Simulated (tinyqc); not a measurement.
Inverter chain driving a load.

N inverters, each f = Hc^(1/N) times larger than the one before: delay tau N (f + pp). Switched capacitance in units of the first input, with output capacitance pp times the input: Hc + (1 + pp)(Hc - 1)/(f - 1).

Inputs (values chosen for the exercise):
- Hc = 2900 (load over the input capacitance of the chain)
- pp = 1 (parasitic delay of an inverter)
- tau = 1.1 ps (delay unit)

Inverter chain driving a load:
```
N	f	delay (ps)	switched capacitance
3	14.26	50.36	3337
4	7.338	36.69	3815
5	4.926	32.59	4377
6	3.776	31.52	4988
7	3.123	31.75	5631
8	2.709	32.64	6293
9	2.425	33.91	6969
10	2.219	35.41	7655
```

The delay goes from 50.4 through a minimum of 31.5 (at N = 6 among the rows listed) to 35.4 ps. The best stage effort solves pp + rho (1 - ln rho) = 0, rho = 3.59, which gives N = ln Hc/ln rho = 6.24. One stage fewer than the best costs 3.4 % in delay and saves 12 % of the switched capacitance.

Numbers from tinyqc (`OMP_NUM_THREADS=1 python tinyqc.py 2082106 2082107 out.jsonl`; about 0.01 s on one thread of a shared Intel Xeon 2.30GHz).
